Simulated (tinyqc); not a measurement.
# On-chip interconnect, size-dependent resistivity and RC delay: what changes with what

A rectangular line between two neighbours and two ground planes. Surface and grain-boundary scattering are added to the bulk resistivity as corrections; capacitances are parallel-plate values without fringing; inductance is ignored.

Inputs (values chosen for the exercise); metal values close to those of copper:
- rho0 = 1.63 uohm cm (bulk resistivity)
- lam = 40.1 nm (bulk mean free path)
- ps = 0 (specular share of surface scattering)
- Rg = 0.33 (reflection coefficient of grain boundaries)
- gr = 1.5 (grain size over the metal width)
- wd = 57 nm (drawn line width)
- AR = 1.8 (aspect ratio, height over width)
- tl = 1.6 nm (liner on both walls and the bottom, not conducting)
- sp = 110 nm (space to the neighbouring lines)
- hd = 110 nm (dielectric height to the planes above and below)
- ek = 2.5 (relative permittivity of the dielectric)
- Mf = 0 (Miller factor of the neighbours)
- Lw = 38 um (line length)
- Rd = 830 ohm (driver resistance)
- Cl = 0.16 fF (load capacitance)
- rho2 = 5.16 uohm cm (bulk resistivity of the second metal (close to tungsten))
- lam2 = 15.1 nm (mean free path of the second metal)
- tl2 = 0.5 nm (liner of the second metal)

Constants: eps0 = 8.8541878128e-12 F/m. Results are converted to the units shown.

Each table varies one quantity; the others keep the values above.

## Delay against the reflection coefficient of grain boundaries

Metal width x = wd - 2 tl, height y = AR wd - tl; grain boundaries (Mayadas-Shatzkes): al = (lam/(gr x)) Rg/(1 - Rg), g = 1/[1 - 3 al/2 + 3 al^2 - 3 al^3 ln(1 + 1/al)] - 1; surfaces (Fuchs-Sondheimer, thick limit): s = (3/8) lam (1 - ps)(1/x + 1/y); rho = rho0 (1 + g + s); r = rho/(x y); c = eps0 ek (2 wd/hd + 2 Mf AR wd/sp). Elmore delay tE = Rd (c Lw + Cl) + r Lw (c Lw/2 + Cl); t50 is the time at which the far end of a ladder of 30 pi sections (half capacitances at both ends, Cl at the far end, a step applied through Rd) reaches half the step; line share r Lw/(Rd + r Lw); estimate 0.69 Rd (c Lw + Cl) + 0.38 r c Lw^2 + 0.69 r Lw Cl.

The same in every row: c (fF/um) = 0.02294.

Delay against the reflection coefficient of grain boundaries:
```
Rg    rho (uohm cm)  r (ohm/um)  tE (ps)  t50 (ps)  estimate (ps)  line share of the resistance (%)
0.05          2.392       4.401   0.9560    0.6723         0.6647                             16.77
0.15          2.537       4.669   0.9621    0.6771         0.6692                             17.61
0.25          2.717       5.001   0.9696    0.6830         0.6748                             18.63
0.35          2.950       5.428   0.9792    0.6907         0.6820                             19.90
0.45          3.262       6.003   0.9923    0.7009         0.6916                             21.56
0.55          3.709       6.825    1.011    0.7156         0.7054                             23.81
0.65          4.404       8.106    1.040    0.7384         0.7269                             27.07
0.75          5.649       10.40    1.092    0.7792         0.7654                             32.25
```

Read the table: what changes, and by how much?

As Rg goes from 0.05 to 0.75, r rises from 4.40 to 10.4 ohm/um, c stays at 0.0229 fF/um and t50 rises from 0.672 to 0.779 ps. t50/tE lies between 0.703 and 0.714, and the estimate is within 1.8 % of t50.

## Two metals against line width

Metal width x = wd - 2 tl, height y = AR wd - tl; grain boundaries (Mayadas-Shatzkes): al = (lam/(gr x)) Rg/(1 - Rg), g = 1/[1 - 3 al/2 + 3 al^2 - 3 al^3 ln(1 + 1/al)] - 1; surfaces (Fuchs-Sondheimer, thick limit): s = (3/8) lam (1 - ps)(1/x + 1/y); rho = rho0 (1 + g + s); r = rho/(x y). The second metal has rho2, lam2 and tl2 in place of rho0, lam and tl; ps, Rg, gr and AR are shared.

Two metals against line width:
```
wd (nm)  rho, first (uohm cm)  rho, second (uohm cm)  r, first (ohm/um)  r, second (ohm/um)  ratio second/first
6.5                    20.252                 19.505             6076.3              3166.4             0.52111
8                      14.705                 16.512             2393.3              1697.1             0.70908
10                     11.023                 14.049             988.47              892.03             0.90243
13                     8.2545                 11.873             386.37              432.07              1.1183
17                     6.3964                 10.226             159.83              212.33              1.3285
22                     5.1649                 9.0397             72.297              110.09              1.5228
30                     4.1350                 7.9845             29.445              51.463              1.7478
45                     3.2534                 7.0324             9.8026              19.854              2.0254
70                     2.6552                 6.3599             3.1952              7.3444              2.2986
120                    2.2213                 5.8588            0.88704              2.2846              2.5755
```

What does the comparison show?

The resistivity of the first metal falls from 20.3 to 2.22 uohm cm and that of the second goes from 19.5 to 5.86 uohm cm as the line widens. The products rho0 lam, which set the size effect, are 65.4 and 77.9 uohm cm nm. The two resistances cross at wd = 11.2 nm: below it the second metal gives the lower line resistance. For widths well under the mean free path the thick-limit surface term is only a guide.

Computed by the program tinyqc: `OMP_NUM_THREADS=1 python tinyqc.py 2100174 2100175 out.jsonl`, one thread of a shared Intel Xeon 2.30GHz, about 0.01 s for the whole run.
